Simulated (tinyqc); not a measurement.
Inside a calculation. Model: surface potential of a MOS transistor: implicit equation and explicit approximations.

Numbers from tinyqc (`OMP_NUM_THREADS=1 python tinyqc.py 2122099 2122100 out.jsonl`; about 0.01 s on one thread of a shared Intel Xeon 2.30GHz). Printed values are rounded.

p-type body, charge-sheet picture, depletion and inversion only, full ionisation (an idealisation for deep acceptors), Boltzmann statistics (rough once Na exp(x - xn) passes about Nc/7). In units of Vt: xg = (Vg - Vfb)/Vt, x = psi/Vt, G = gamma/sqrt(Vt), xn = (2 phiF + Vc)/Vt. The implicit equation is (xg - x)^2 = G^2 [x - 1 + exp(x - xn)] for x above about 3. Cox = eps0 eox/tox.

Inputs (values chosen for the exercise); band and dielectric values close to those of silicon: temperature T = 350 K; band gap Eg = 1.12 eV; relative permittivity eps_r = 11.9; conduction-band density of states at T Nc = 3.53e19 cm^-3; valence-band density of states at T Nv = 3.39e19 cm^-3; relative permittivity of the gate insulator (close to hafnium oxide) eox = 22.5; insulator thickness tox = 4.8 nm; acceptor density Na = 1.8e16 cm^-3; flat-band voltage Vfb = -0.6 V; channel-body voltage Vc = 0.2 V; gate-body voltage Vg = 0.94 V.

Constants: q = 1.602176634e-19 C, kB = 1.380649e-23 J/K, Vt = kB T/q, eps0 = 8.8541878128e-14 F/cm where lengths are in cm. Results are converted to the units shown.

Range of the model: The electron quasi-Fermi level lies less than 2 Vt below the band edge at the surface, or above it, where degeneracy and confinement, left out, matter.

## Scales

ni = sqrt(Nc Nv) exp(-Eg/(2 Vt)), Eg in volts; phiF = Vt ln(Na/ni); gamma = sqrt(2 q eps0 eps_r Na)/Cox; VT = Vfb + Vt (xn + G sqrt(xn - 1)).

phiF = 0.3319542 V
gamma = 0.01878297 V^0.5
G = 0.1081543
xn = 28.64355
VT = 0.2810591 V
xg = 51.05988

## Explicit approximation

Depletion value a = 1 + [sqrt(G^2/4 + xg - 1) - G/2]^2; inversion value b = xn + ln[(xg - xn)^2/G^2 - xn + 1] and first guess y = min(a, b) - ln(1 + exp(-|a - b|)) if a > xn + 1, else b = y = a; one second-order correction with D = exp(y - xn), p = 2 (xg - y) + G^2 (1 + D), w = (xg - y)^2 - G^2 (y - 1 + D): z = y + 2 w/(p + sqrt(p^2 - 2 (2 - G^2 D) w)), or the Newton step z = y + w/p where the root is not real.

a = 50.30048
b = 39.31087
y = 39.31086
p = 525.6699
w = -364.5688
z = 38.61733

The root of the implicit equation is x = 38.1979; y misses it by 1.1 and z by 0.42, in units of Vt (Newton branch).

## Starting value

x = y rounded to two decimals.

x at the start = 39.31

## Iteration 1: new x

D = exp(x - xn), f = (xg - x)^2 - G^2 (x - 1 + D), f' = -2 (xg - x) - G^2 (1 + D), x(new) = x - f/f'.

D = 42892.57
f = -364.1180
f' = -525.2410
x after iteration 1 = 38.61676

## Iteration 2: new x

As before.

D = 21444.30
f = -96.45031
f' = -275.7395
x after iteration 2 = 38.26697

## Iteration 3: new x

As before.

D = 15114.75
f = -13.57998
f' = -202.4000
x after iteration 3 = 38.19988

## Course of the iteration

Stop when the step is below 1e-11, or after 60 iterations.

Course of the iteration:
```
iteration  x before the step       step
1                      39.31     -0.693
2                   38.61676     -0.350
3                   38.26697    -0.0671
4                   38.19988   -2.01e-3
5                   38.19786   -1.73e-6
6                   38.19786  -1.29e-12
```

Converged in 6 iterations.

## Potential, charges and gate control

converged x = 38.19786

psi = Vt x; N_dep = Cox Vt G sqrt(x - 1)/q; N_inv = (Cox Vt G/q) [sqrt(x - 1 + exp(x - xn)) - sqrt(x - 1)]; dpsi/dVg = 1/[1 + G^2 (1 + exp(x - xn))/(2 (xg - x))].

psi = 1.152073 V
N_dep = 5.153750e11 cm^-2
N_inv = 9.5338e12 cm^-2
dpsi/dVg = 0.1348700

psi lies 9.6 Vt above 2 phiF + Vc.
